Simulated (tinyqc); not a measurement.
Self-heating of a transistor with one or more fingers, with temperature-dependent conductivity: one step, computed by the program tinyqc.

N long parallel fingers lie on the top face of a slab whose bottom is held at T_0; the top is otherwise insulated, and heat flows in two dimensions. P in W/mm is 1000 P in W/m.

Question. Correction for the falling conductivity. Kirchhoff transformation for kappa = kappa_0 (T/T_0)^-m: T = T_0 [1 - (m - 1) theta/T_0]^(-1/(m - 1)), where theta is the linear rise. The bracket vanishes at the power P T_0/((m - 1) theta).

Inputs (values chosen for the exercise, modelled on silicon carbide):
```
quantity                    value        unit
exponent m in kappa ~ T^-m   1.45           -
base temperature T_0          323           K
power per gate width P          2        W/mm
width of the heat source w   0.19  micrometre
phonon free path Lambda       170          nm
```

Power: fixed power.

largest theta = 16.63552 K

Give: peak temperature; true rise; true rise / linear rise; power at which the formula diverges.

Answer.

peak temperature = 340.28 K

true rise = 17.278 K

true rise / linear rise = 1.0386

power at which the formula diverges = 86.295 W/mm

The falling conductivity adds 3.9 % to the rise. Caution: the source is narrower than two phonon free paths, so the Fourier result understates the rise at the source.
